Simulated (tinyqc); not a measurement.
Double-gate transistor, scale length and short-channel effects: two steps of the calculation.

A body of thickness ts between two insulators of thickness ti and two tied gates. Below threshold the potential that source and drain add obeys Laplace's equation and vanishes on the gate. Its lowest mode decays along the channel as exp(-k y); k is the smallest positive root of the matching condition at the interface, and the scale length is Lambda = pi/k.

Inputs (values chosen for the exercise); permittivities: semiconductor made up, insulator close to that of aluminium oxide:
- eps_r = 10.1 (relative permittivity of the semiconductor)
- ei = 8.73 (relative permittivity of the insulator)
- ti = 3.6 nm (insulator thickness)
- ts = 8.6 nm (body thickness)

Question 1. Scan of the matching condition. f(k) = ei cos(k ti) cos(k ts/2) - eps_r sin(k ti) sin(k ts/2).

k, point 0 to 7 (1/nm): 0.03  0.06  0.09  0.12  0.15  0.18  0.21  0.24

Wanted: f(k).

Answer 1.

f(k), point 0 to 7: 8.467  7.693  6.450  4.809  2.862  0.716  -1.507  -3.683

The first change of sign lies between k = 0.18 and 0.21 1/nm.

Question 2. Scale length against simple estimates. Lambda = pi/k and l = 1/k. A parabolic potential across the structure gives l(parabolic) = sqrt((eps_r/(2 ei)) ts ti (1 + ei ts/(4 eps_r ti))).

k = 0.18969847 1/nm

Give: Lambda; l; l(parabolic).

Answer 2.

Lambda = 16.56 nm
l = 5.272 nm
l(parabolic) = 5.211 nm

tinyqc, about 0.01 s, one thread, Intel Xeon 2.30GHz (shared host): `OMP_NUM_THREADS=1 python tinyqc.py 2420154 2420155 out.jsonl`
